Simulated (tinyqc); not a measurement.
Inside a calculation. Model: thin-body transistor below threshold, two-dimensional Poisson equation on a small mesh.

tinyqc, about 0.1 s, one thread, Intel Xeon 2.30GHz (shared host): `OMP_NUM_THREADS=1 python tinyqc.py 2480071 2480072 out.jsonl` Printed values are rounded.

A thin body on a thick buried insulator of low permittivity, taken as carrying no normal field at the bottom of the body (row 0). Mobile charge is neglected (subthreshold), the body is fully depleted, and potentials are counted from the intrinsic level; rows run upward to the gate, columns from source to drain.

Parameters, values chosen for the exercise; semiconductor permittivity close to that of silicon:
- T = 350 K (temperature)
- eps_r = 11.7 (relative permittivity of the semiconductor)
- eox = 9 (relative permittivity of the insulator)
- tb = 3 nm (body thickness)
- tox = 2 nm (insulator thickness)
- L = 26 nm (channel length)
- Na = 1.4e18 cm^-3 (acceptor density of the depleted body)
- Vbi = 0.56 V (potential of the source)
- Vfb = -0.01 V (gate offset)
- Vg = -0.1 V (gate voltage)
- Vd = 1 V (drain voltage)

Constants: q = 1.602176634e-19 C, kB = 1.380649e-23 J/K, Vt = kB T/q, eps0 = 8.8541878128e-14 F/cm where lengths are in cm. Results are converted to the units shown.

## Coefficients of the five-point equations

Mesh: rows i = 0..2 in the semiconductor (step hs = tb/2, row 2 on the interface), then 2 step(s) ho = tox/2 up to the gate row 4; columns j = 0..5 (step hy = L/5). Box integration, divided by eps0: up_i = eps hy/h of the interval above row i, dn_i = that of the interval below (0 for row 0), lat_i = (sum of eps h/2 over the intervals above and below)/hy, s_i = -q Na w_i hy/eps0 with w_i the semiconductor height of the box (hs/2 for row 0 and the interface row, hs between, 0 in the insulator). Each free node obeys (up + dn + 2 lat) psi = up psi(above) + dn psi(below) + lat [psi(left) + psi(right)] + s.

```
row     up     dn      lat       s (V)
0    40.56      0  1.68750  -0.0987994
1    40.56  40.56    3.375   -0.197599
2     46.8  40.56  2.55288  -0.0987994
3     46.8   46.8  1.73077           0
```

## Iteration 1: over-relaxation sweep (omega = 1.41)

psi at the start (fixed values on the edges, free nodes at the gate value) (V):
```
            j=0       j=1       j=2       j=3       j=4       j=5
row 0   0.56000  -0.09000  -0.09000  -0.09000  -0.09000   1.56000
row 1   0.56000  -0.09000  -0.09000  -0.09000  -0.09000   1.56000
row 2   0.56000  -0.09000  -0.09000  -0.09000  -0.09000   1.56000
row 3   0.23500  -0.09000  -0.09000  -0.09000  -0.09000   0.73500
row 4  -0.09000  -0.09000  -0.09000  -0.09000  -0.09000  -0.09000
```

Free nodes: rows 0..3, columns 1..4, taken row by row from row 0, left to right. t = (up psi(above) + dn psi(below) + lat [psi(left) + psi(right)] + s)/(up + dn + 2 lat), with the newest neighbours; psi(new) = psi + 1.41 (t - psi).

psi after iteration 1 (V):
```
            j=0       j=1       j=2       j=3       j=4       j=5
row 0   0.56000  -0.05797  -0.09144  -0.09325  -0.00399   1.56000
row 1   0.56000  -0.03712  -0.09124  -0.09535   0.05188   1.56000
row 2   0.56000  -0.03350  -0.09008  -0.09482   0.06029   1.56000
row 3   0.23500  -0.04342  -0.08888  -0.09325   0.03284   0.73500
row 4  -0.09000  -0.09000  -0.09000  -0.09000  -0.09000  -0.09000
```

## Iteration 2: over-relaxation sweep (omega = 1.41)

As before.

psi after iteration 2 (V):
```
            j=0       j=1       j=2       j=3       j=4       j=5
row 0   0.56000  -0.00235  -0.08963  -0.09413   0.14538   1.56000
row 1   0.56000   0.01411  -0.08712  -0.08896   0.18908   1.56000
row 2   0.56000   0.00826  -0.08526  -0.08517   0.17157   1.56000
row 3   0.23500  -0.03410  -0.08591  -0.08219   0.05841   0.73500
row 4  -0.09000  -0.09000  -0.09000  -0.09000  -0.09000  -0.09000
```

## Course of the iteration: over-relaxation sweep (omega = 1.41)

Stop when the largest change of psi is below 1e-7 V, or after 400 iterations. Fixed values: gate row Vg - Vfb; column 0 at Vbi and the last column at Vbi + Vd in the semiconductor, each running linearly to Vg - Vfb across the insulator.

Course of the iteration:
```
iteration  psi at row 0, j = 2 (V)  largest |change| of one entry (V)
1                       -0.0914361                              0.150
2                       -0.0896273                              0.149
3                       -0.0826695                              0.118
4                       -0.0723852                             0.0760
5                       -0.0629024                             0.0318
6                       -0.0539521                             0.0182
7                       -0.0468750                            8.72e-3
8                       -0.0423049                            4.57e-3
9                       -0.0396503                            2.65e-3
...                            ...                                ...
15                      -0.0374244                            2.41e-5
16                      -0.0374137                            1.07e-5
17                      -0.0374087                            5.02e-6
18                      -0.0374065                            2.15e-6
19                      -0.0374056                            9.47e-7
20                      -0.0374051                            4.81e-7
21                      -0.0374049                            2.31e-7
22                      -0.0374048                            1.07e-7
23                      -0.0374047                            5.11e-8
```

Converged in 23 iterations. At the end each change is about 0.48 times the one before: linear convergence.

## Barrier, swing and barrier lowering

converged psi (V):
```
            j=0       j=1       j=2       j=3       j=4       j=5
row 0   0.56000   0.08180  -0.03740   0.01706   0.36161   1.56000
row 1   0.56000   0.06930  -0.04219   0.00743   0.32852   1.56000
row 2   0.56000   0.03012  -0.05552  -0.01992   0.22455   1.56000
row 3   0.23500  -0.02596  -0.07157  -0.05290   0.07704   0.73500
row 4  -0.09000  -0.09000  -0.09000  -0.09000  -0.09000  -0.09000
```

d psi/dVg on row 0: j=0 0.000000, j=1 0.711652, j=2 0.909224, j=3 0.909224, j=4 0.711652, j=5 0.000000
d psi/dVd on row 0: j=0 0.00000, j=1 0.00427, j=2 0.01815, j=3 0.07262, j=4 0.28408, j=5 1.00000

The barrier is read along row 0, the path farthest from the gate. Take the node j of lowest psi: barrier Vbi - psi_j; swing Vt ln 10/(d psi_j/dVg); DIBL = (d psi_j/dVd)/(d psi_j/dVg). The derivatives solve the same equations with s = 0 and a unit change of that voltage.

j = 2
barrier = 0.597405 V
swing = 76.3811 mV/decade
DIBL = 19.9658 mV/V

A mesh of 12, 8 and 80 steps (semiconductor, insulator, channel) gives a barrier of 0.619 V, a swing of 73.9 mV a decade and a DIBL of 18.2 mV/V; the small mesh puts the barrier 3.5 % below that.
